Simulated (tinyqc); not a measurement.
Doping density: delta-doped layer in the Thomas-Fermi potential.

All donors ionised in the plane z = 0, zero temperature, energies from the Fermi level EF of the Thomas-Fermi model, which lies at the bulk band edge; c = hbar^2/2m0, q = e^2/(4 pi eps0). Layer in a (001) plane: two valleys with m_z = ml, m_d = mt (unprimed) and four with m_z = mt, m_d = sqrt(ml mt) (primed); m3 = (ml mt^2)^(1/3), gv = 6. With n = (gv/3 pi^2)(m3 (-V)/c)^(3/2) and V'' = -(4 pi q/eps) n for z > 0, the solution is V = -b/(|z| + z0)^4 with sqrt(b) = 20/K, K = (4 pi q/eps)(gv/3 pi^2)(m3/c)^(3/2), and z0^5 = 4b/(e F0), e F0 = 2 pi q N/eps; 1e13/cm^2 = 1e-3/angstrom^2. Exchange and correlation are left out.

Subbands solve -(c/m_z) psi'' + V psi = E psi on 1280 points of spacing z0/80; up to ten levels for each group, kept if bound with an rms width below 2.5 z0.

Constants: hbar^2/2m0 = 3.80998211 eV angstrom^2; e^2/(4 pi eps0) = 14.39964547 eV angstrom.

Parameters, chosen for this exercise (near those of a delta-doped layer in Si; shifted at random, so the results belong to these values and not to a real crystal): ml = 0.914 m0 (longitudinal mass); mt = 0.191 m0 (transverse mass); eps = 12 (dielectric constant); Nl = (0.31, 0.62, 1.2, 2.2, 3.7, 6.2, 9.9) x 1e13/cm^2 (sheet densities).

The well, the lowest level and the filling anew; at zero temperature n_i = g m_d (mu - E_i)/(2 pi c), with mu fixed by sum n_i = N.

Results:
```
N (1e13/cm^2)  z0 (angstrom)  depth (eV)  lowest (eV)  next - lowest (eV)  occupied  share of lowest (%)
0.31                    41.4      0.0242      -0.0071              0.0039         2                 35.1
0.62                    36.0      0.0421      -0.0137              0.0073         2                 33.8
2.2                     28.0      0.1160      -0.0451              0.0214         3                 31.2
3.7                     25.2      0.1758      -0.0728              0.0331         3                 29.9
6.2                     22.7      0.2657      -0.1168              0.0505         3                 28.7
9.9                     20.7      0.3864      -0.1786              0.0739         3                 27.6
```

Give the missing row, N (1e13/cm^2) = 1.2.

Computed row:
```
N (1e13/cm^2)  z0 (angstrom)  depth (eV)  lowest (eV)  next - lowest (eV)  occupied  share of lowest (%)
1.2                     31.6      0.0714      -0.0256              0.0128         2                 32.5
```

The depth grows as N^(4/5) and z0 shrinks as N^(-1/5): factors 16.0 and 2.00 for 32 times the doping. The lowest level deepens faster, with exponent 0.93, since the zero-point energy takes a smaller share of a deeper well (71 % falling to 54 %). The number of occupied subbands is 2 in the first row and 3 in the last. Up to N = 0.62 the donor spacing exceeds 1.5 Bohr radii (one radius, a0 eps/m with the density-of-states mass, is 20 angstrom), where a uniform sheet is a crude picture of discrete donors (beyond about three radii electrons stay on single donors).

Computed by tinyqc, a small Python program: `OMP_NUM_THREADS=1 python tinyqc.py 1282758 1282759 out.jsonl` (the numbers bound the seed that draws the inputs); one thread of a shared host (Intel(R) Xeon(R) Processor @ 2.30GHz), about 0.1 s for the whole set of steps.
